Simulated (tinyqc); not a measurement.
Permeation of metal atoms or ions through a thin barrier or dielectric: time lag, field-aided drift and lifetime: one step, computed by the program tinyqc. Command: `OMP_NUM_THREADS=1 python tinyqc.py 3030946 3030947 out.jsonl barrier walk`. One thread of a shared host (Intel(R) Xeon(R) Processor @ 2.30GHz), about 0.02 s of CPU time with the checks.

The film 0 < x < d is empty at first; C = C0 at x = 0 and C = 0 at x = d. dC/dt = D d2C/dx2 - v dC/dx with drift v = D z e V/(k_B T d) (uniform field, no space charge).

Task: Steady flux and time lag. Steady flux J = (D C0/d) P/(1 - exp(-P)); time lag in units of d^2/D: s_L = [P (1 + exp(-P))/(1 - exp(-P)) - 2]/P^2 (P = 0: J = D C0/d, s_L = 1/6).

Inputs (values chosen for the exercise, for a model case: singly charged ions through a dielectric): thickness d = 19 nm; concentration at the source side C0 = 2.5e+15 1/cm^3; test temperature T = 150 C.

Peclet number P = 7.952996

diffusivity D = 6.056093e-17 cm^2/s

time scale d^2/D = 59609.39 s

Give: flux relative to D C0/d; steady flux J; time lag s_L; time lag.

Result:

flux relative to D C0/d = 7.9558

steady flux J = 6.3396e+05 1/(cm^2 s)

time lag s_L = 0.094207

time lag = 5615.6 s

Drift rules: J tends to v C0 and the lag to the transit time d/v.
